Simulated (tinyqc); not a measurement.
Random telegraph noise from one oxide trap in a small MOSFET: effect of the gate length.

An acceptor-like trap exchanges electrons with the channel. Inversion charge Q = Cox u, u = n Vt W0(exp((Vg - VT)/(n Vt))), W0 the Lambert function, n = nf, Cox = eps0 eox/tox; linear regime Id = (W/L) mu Q Vd. Relative to threshold the surface potential rises by Vt ln(u/u0) and the oxide voltage by the rest of Vg - VT, with u0 = n Vt W0(1).

N = Cox u/q; dpsi = Vt ln(u/u0); E = E0 - dpsi - (xt/tox)(Vg - VT - dpsi); capture time tc = 1/[(N/zi) vth s0 exp(-xt/lt - EB/Vt)]; emission time te = tc exp(-E/Vt); occupancy te/(tc + te). A = W L; threshold step dV = q (1 - xt/tox)/(Cox A); gm/Id = 1/(u + n Vt); relative step dI/I = (gm/Id) dV + asc mu/A. fc = (1/tc + 1/te)/(2 pi); rms = (dI/I) sqrt(tc te)/(tc + te).

Inputs (values chosen for the exercise); values of the order met in silicon transistors: temperature T = 250 K; relative permittivity of the gate insulator (close to hafnium oxide) eox = 22.2; insulator thickness tox = 3 nm; depth of the trap from the channel interface xt = 1.2 nm; trap level above the channel Fermi level at threshold E0 = 0.09 eV; capture prefactor s0 = 2e-17 cm^2; capture barrier (lattice relaxation) EB = 0.44 eV; tunnelling decay length lt = 0.13 nm; thermal velocity vth = 2.3e7 cm/s; thickness of the inversion layer zi = 2.3 nm; threshold voltage VT = 0.45 V; body factor nf = 1.28; gate width W = 280 nm; mobility mu = 120 cm^2/(V s); scattering coefficient of the charged trap asc = 0 V s; drain voltage Vd = 0.02 V; gate voltage Vg = 0.58 V.

Constants: q = 1.602176634e-19 C, kB = 1.380649e-23 J/K, Vt = kB T/q, eps0 = 8.8541878128e-14 F/cm where lengths are in cm. Results are converted to the units shown.

The same in every row: E (eV) = 0.01459; tc (s) = 966.7; te (s) = 491.2; occupancy = 0.3369; fc (Hz) = 4.886e-4.

Result of one run:

| dI/I (%) | rms dI/I (%) |
|---|---|
| 0.008502 | 0.004018 |

Which gate length L gave this result: 15, 25, 110, 300 or 500 nm?

L = 500 nm.

The whole series:

| L (nm) | dI/I (%) | rms dI/I (%) |
|---|---|---|
| 15 | 0.2834 | 0.1339 |
| 25 | 0.1700 | 0.08037 |
| 41 | 0.1037 | 0.04900 |
| 67 | 0.06345 | 0.02999 |
| 110 | 0.03864 | 0.01827 |
| 180 | 0.02362 | 0.01116 |
| 300 | 0.01417 | 0.006697 |
| 500 | 0.008502 | 0.004018 |

As L goes from 15 to 500, tc stays at 967 s, te stays at 491 s and dI/I falls from 0.283 to 0.00850 %. The step goes as 1/(W L), while the times do not depend on the size.

Range of the model: VT is taken as given; short-channel effects and the uneven flow of current among few electrons are left out.

Numbers from tinyqc (`OMP_NUM_THREADS=1 python tinyqc.py 2710049 2710050 out.jsonl`; about 0.01 s on one thread of a shared Intel Xeon 2.30GHz).
